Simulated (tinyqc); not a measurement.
Piezoresistors in the (001) plane of a cubic crystal: one step of the calculation.

Plane stress in crystal axes x = [100], y = [010]. First-order piezoresistance: d rho_xx/rho = p11 sxx + p12 syy, d rho_yy/rho = p12 sxx + p11 syy, d rho_xy/rho = p44 sxy; a resistor along d = (cos th, sin th) changes by dR/R = d.(d rho/rho).d. Changes of geometry and second-order terms are left out.

Problem. Resistors at th and th + 90 degrees, and the bridge. dR/R = d.(d rho/rho).d. A full bridge with two resistors of each kind in opposite arms gives Vout = Vb (a - b)/(2 + a + b), a and b the two dR/R.

Inputs (values chosen for the exercise):
- th = 45 deg (angle of the current from [100])
- Vb = 1.8 V (bridge supply)

d rho/rho (%):

|  | x | y |
|---|---|---|
| x | -22.267100 | -0.960000 |
| y | -0.960000 | 22.892300 |

Find: dR/R at th; dR/R at th + 90; Vout.

Solution.

dR/R at th = -0.6474 %
dR/R at th + 90 = 1.273 %
Vout = -17.23 mV

Program tinyqc, `OMP_NUM_THREADS=1 python tinyqc.py 2530004 2530005 out.jsonl`; Intel Xeon 2.30GHz, shared host, one thread, about 0.01 s.
